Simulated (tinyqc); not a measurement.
Inside a calculation: free and nearly free electrons in a metal. Values are carried at full precision from step to step, so a last printed digit may differ when a step is redone from the rounded ones.

The cubic cell holds 4 atoms: n = 4 z/a^3, kF = (3 pi^2 n)^(1/3), EF = c kF^2/m, vF = 2 c kF/(m hbar), c = hbar^2/2m0; rs = (3/(4 pi n))^(1/3)/a0; D(EF) = 3 n/(2 EF).

Constants: hbar^2/2m0 = 3.80998211 eV angstrom^2; hbar = 6.58211957e-16 eV s; a0 (Bohr radius) = 0.5291772105 angstrom; kB = 8.617333262e-05 eV/K.

Values chosen for the exercise (near those of Co, whose d bands this model ignores; shifted at random, so the results belong to these values and not to a real crystal):
```
symbol  value  unit          meaning
a       3.563  angstrom      fcc lattice constant
z       2                    free electrons an atom
m       1      m0            mass
rho     6.79   micro-ohm cm  bulk resistivity
T       320    K
V       0.25   eV            |V_G| for G = (111)
x       0.73                 k along G as a share of |G|/2
```

## The Fermi sphere

Evaluate the free-electron quantities.

n = 0.17687 1/angstrom^3
kF = 1.7366 1/angstrom
EF = 11.489 eV
vF = 2.010e+06 m/s
rs = 2.088
D(EF) per atom = 0.2611 1/eV

## Relaxation time and mean free path

Drude: 1/rho = n e^2 tau/(m m0) with e = 1.602176634e-19 C and m0 = 9.1093837e-31 kg; mean free path l = vF tau; rho l = hbar kF/(n e^2) = 12 pi^3 hbar/(e^2 S) with S = 4 pi kF^2 does not depend on tau or m.

Use SI units: n in 1/m^3 (1e30 per 1/angstrom^3), rho in ohm m (1e-8 per micro-ohm cm).

tau = 2.95 fs
l = 5.94 nm
rho l = 4.034 1e-16 ohm m^2

Wires lose conductivity to surfaces and grain boundaries, with an excess that scales as rho l over the width and is of the order of rho itself at a width of l = 6 nm. For a transition metal free electrons can miss l and rho l by a factor of two.

## Thermal quantities

gamma = (pi^2/3) kB^2 D(EF) per atom, times 96485.33 x 1e3 for mJ/(mol K^2); mu(T) = EF (1 - (pi kB T/EF)^2/12); Wiedemann-Franz kappa = L0 T/rho with L0 = (pi^2/3) (kB/e)^2, kB/e in V/K.

gamma = 0.615 mJ/(mol K^2)
mu - EF = -0.0544 meV
kappa = 115 W/(m K)

The d states at EF, left out, make the measured gamma larger, several times so for Co.

## The sphere against the zone faces

Take G = (hkl) 2 pi/a for (111), (200) and (220), with the number of equivalent faces. The Bragg plane of G lies at |G|/2 with |G| = (2 pi/a) sqrt(h^2 + k^2 + l^2). Where kF exceeds it, the sphere cuts the plane in a circle of radius sqrt(kF^2 - G^2/4).

Distance and circle for each G:
```
G      faces  |G|/2 (1/angstrom)  kF/(|G|/2)  circle radius
(111)      8              1.5272      1.1371         0.8266
(200)      6              1.7635      0.9847              -
(220)     12              2.4939      0.6963              -
```

The sphere crosses the (111) faces, so electrons spill into higher zones.

## Two plane waves near the face

Two plane waves k and k - G, G = (111) (2 pi/a): H = [[c k^2/m, V], [V, c (k - G)^2/m]] with c = hbar^2/2m0.

Build H for k along G, diagonalise, and give the weight of the first wave in the lower state and its velocity along G relative to a free electron, (w k + (1 - w)(k - G))/k.

H (eV):
```
        1        2
1  4.7354   0.2500
2  0.2500  14.3324
```

levels (eV): 4.7289  14.3389

w = 0.9993
v/v_free = 0.9981

The splitting is 9.610 eV here and 2V = 0.5 eV on the face, where the normal velocity vanishes. There the lower band lies at 8.636 eV and the upper at 9.136 eV, both below the free EF of 11.489 eV: the face centre is filled in both bands and band 2 holds electrons here, while band 1 may keep holes at the zone corners.

## Checks

- Lower level against the closed form of the 2 x 2 problem (eV): both 4.7289.
- The product rho l against hbar kF/(n e^2) (1e-16 ohm m^2): both 4.034.

Run: tinyqc, `OMP_NUM_THREADS=1 python tinyqc.py 1650020 1650021 out.jsonl`; Intel(R) Xeon(R) Processor @ 2.30GHz, one thread, shared host; about 0.01 s of CPU time with all checks.
